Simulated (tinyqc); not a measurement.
Changing the impurity potential U: Koster-Slater impurity in a tight-binding band, by Green functions and by supercells. Computed by tinyqc, a small Python program. Command: `OMP_NUM_THREADS=1 python tinyqc.py 3029653 3029654 out.jsonl kosterslater sweep`. One thread of a shared host (Intel(R) Xeon(R) Processor @ 2.30GHz), about 0.04 s of CPU time with the checks.

One orbital per site, e(k) = -2 t sum cos(k_i) over 1 direction(s), band from -2 t to 2 t, lattice constant 1. One site has the extra energy U. Spin is left out.

Inputs (values chosen for the exercise, for a model band):
```
quantity                  value      unit
hopping t                   1.7        eV
supercell edge N              8     sites
energy inside the band E   3.06        eV
broadening eta             0.14        eV
impurity concentration c   0.01  per site
```

Lattice: chain.

Constants: hbar = 6.582119569e-16 eV s.

Method:
- Outside the band G0(E) = sign(E)/sqrt(E^2 - 4 t^2).
- A bound state solves 1/U = G0(E).
- Bisection in ln(distance from the edge) between 1e-5 t and |U| + t. Weight on the impurity site: -1/(U^2 dG0/dE), by a central difference with step min(1e-4 t, distance/30). Decay length along an axis: 1/arccosh(1 + distance/(2 t)).
- Inside the band G0(z), z = E + i eta, comes from the chain form 1/(sqrt(y - 2t) sqrt(y + 2t)) (principal roots) at y = z.
- T = U/(1 - U G0); phase shift delta = -arg(1 - U G0) in (-pi, pi]; host density of states -Im G0/pi; on the impurity -Im[G0/(1 - U G0)]/pi; lifetime of a band state hbar/(-2 c Im T).
- In a periodic cell of N sites along each direction with Bloch vector K, the level solves 1/U = N^-d sum_k 1/(E - e(k)), k_i = (2 pi m_i + K_i)/N, m_i = 0..N-1; the outermost root on the side of U is taken (bisection). d is the number of directions. Gamma means K_i = 0, the zone corner K_i = pi, the quarter point K_i = pi/2.
- The error is measured against the isolated level E_b.

One run for each value; columns: (1) impurity potential U (eV); (2) distance from the band edge (eV); (3) weight on the impurity site; (4) decay length (sites); (5) scattering lifetime (fs); (6) width between Gamma and the corner (eV):
```
(1)           (2)     (3)    (4)    (5)        (6)
0.510   3.804e-02  0.1483  6.692  196.0  1.936e-01
0.862   1.076e-01  0.2458  3.986   76.9  1.495e-01
1.460   3.002e-01  0.3946  2.397   37.5  8.581e-02
2.460   7.966e-01  0.5862  1.488   25.3  2.678e-02
4.160   1.973e+00  0.7743  0.970   21.7  3.374e-03
7.040   4.418e+00  0.9005  0.678   21.0  1.907e-04
11.900  8.976e+00  0.9615  0.509   21.1  6.776e-06
20.100  1.699e+01  0.9860  0.404   21.2  1.961e-07
34.000  3.077e+01  0.9950  0.334   21.4  5.182e-09
```

Over the rows, distance from the band edge (eV) rises from 0.0380 to 30.8 (exponent d ln y / d ln x 2.0 between the first rows and 1.1 between the last); weight on the impurity site rises from 0.148 to 0.995 (exponent d ln y / d ln x 0.96 between the first rows and 0.017 between the last); decay length (sites) falls from 6.69 to 0.334 (exponent d ln y / d ln x -0.99 between the first rows and -0.36 between the last). On a chain |E_b| = sqrt(U^2 + 4 t^2), bound by U^2/(4t) when U is small. For large |U| the scattering lifetime tends to that of a site cut out of the lattice, T = -1/G0. The supercell width shrinks as the state tightens.
